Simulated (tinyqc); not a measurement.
Changing the density-of-states mass m: single-band model of a thermoelectric material. Computed by tinyqc, a small Python program. Command: `OMP_NUM_THREADS=1 python tinyqc.py 3030606 3030607 out.jsonl thermo sweep`. One thread of a shared host (Intel(R) Xeon(R) Processor @ 2.30GHz), about 0.05 s of CPU time with the checks.

One spherical band, one scattering law, no minority carriers and no phonon drag. In a real material minority carriers limit |S| to about E_g/(2 e T), so larger values are formal. eta = E_F/(k_B T) is counted from the band edge; f = 1/(1 + exp(x - eta)).

Inputs (values chosen for the exercise, for a model material):

| quantity | value | unit |
|---|---|---|
| mobility parameter mu_300 | 220 | cm^2/(V s) |
| temperature exponent p | 0 | - |
| lattice thermal conductivity kappa_L | 1.1 | W/(m K) |
| carrier density n | 5e+18 | 1/cm^3 |
| temperature T | 450 | K |

Band: parabolic. Scattering: constant relaxation time, r = 0.

Constants: m_0 = 9.1093837015e-31 kg; k_B = 1.380649e-23 J/K; hbar = 1.054571817e-34 J s; k_B = 8.617333262e-05 eV/K; e = 1.602176634e-19 C.

Method:
- With x = E/(k_B T), a = alpha k_B T (0 for a parabolic band), G = x (1 + a x), D = 1 + 2 a x and <y> = int y f (1 - f) dx, f = 1/(1 + exp(x - eta)): tau = tau_0 G^r/D; transport function s = G^(3/2 + r)/D^2; n = N_0 <G^(3/2)> with N_0 = (2 m k_B T)^(3/2)/(3 pi^2 hbar^3).
- Integrals over x = E/(k_B T) use 160 Gauss-Legendre points in u = sqrt(x) from 0 to sqrt(max(eta, 0) + 32).
- Solve for eta.
- sigma = e mu_0 N_0 <s> with mu_0 = e tau_0/m = mu_300 (T/300 K)^(-p); |S| = (k_B/e)(<x s>/<s> - eta); Lorenz number L = (k_B/e)^2 (<x^2 s>/<s> - (<x s>/<s>)^2); kappa_e = L sigma T; zT = S^2 sigma T/(kappa_L + kappa_e).
- Hall factor r_H = <G^(3/2)> <G^(3/2 + 2r)/D^4>/<s>^2; drift mobility sigma/(n e) with n = N_0 <G^(3/2)>; power factor S^2 sigma.
- Quality factor B = (k_B/e)^2 e mu_0 N_0 T/kappa_L; zT and the power factor are maximised over eta between -8 and 30.

One run for each value:

| density-of-states mass m (m_0) | Seebeck coefficient \|S\| (microvolt/K) | largest power factor (microwatt/(cm K^2)) | density of the largest zT (1/cm^3) | largest zT |
|---|---|---|---|---|
| 0.22 | 218.8 | 10.1 | 7.717e+18 | 0.314 |
| 0.33 | 267.8 | 18.5 | 1.094e+19 | 0.508 |
| 0.49 | 317.0 | 33.5 | 1.485e+19 | 0.786 |
| 0.72 | 365.7 | 59.7 | 1.941e+19 | 1.164 |
| 1.60 | 468.0 | 197.8 | 3.114e+19 | 2.376 |
| 2.40 | 520.2 | 363.3 | 3.815e+19 | 3.254 |
| 3.50 | 568.9 | 639.9 | 4.520e+19 | 4.248 |

Give the missing row, density-of-states mass m (m_0) = 1.10.

Computed row; columns: (1) density-of-states mass m (m_0); (2) Seebeck coefficient |S| (microvolt/K); (3) largest power factor (microwatt/(cm K^2)); (4) density of the largest zT (1/cm^3); (5) largest zT:
```
(1)     (2)    (3)        (4)    (5)
1.10  419.9  112.7  2.527e+19  1.728
```

Interpolating between the two neighbouring rows (the first column on a logarithmic scale, the others too where they are positive) misses most in largest zT, by 1.6 %. Over the rows, Seebeck coefficient |S| (microvolt/K) rises from 219 to 569 (exponent d ln y / d ln x 0.50 between the first rows and 0.24 between the last); largest power factor (microwatt/(cm K^2)) rises from 10.1 to 640 (exponent d ln y / d ln x about 1.5 throughout); density of the largest zT (1/cm^3) rises from 7.72e18 to 4.52e19 (exponent d ln y / d ln x 0.86 between the first rows and 0.45 between the last). The exponent of largest power factor stays at 1.5: at fixed mu_0 the power factor scales with N_0. mu_300 is held fixed, which is what more valleys give; a heavier single valley would lose mobility as m^(-5/2) under acoustic scattering.

Caution (rows 1.60, 2.40, 3.50): at so low a doping minority carriers, left out here, would cut S in a narrow-gap material.

Extremes, crossings and ranges named in words are read from the listed rows.
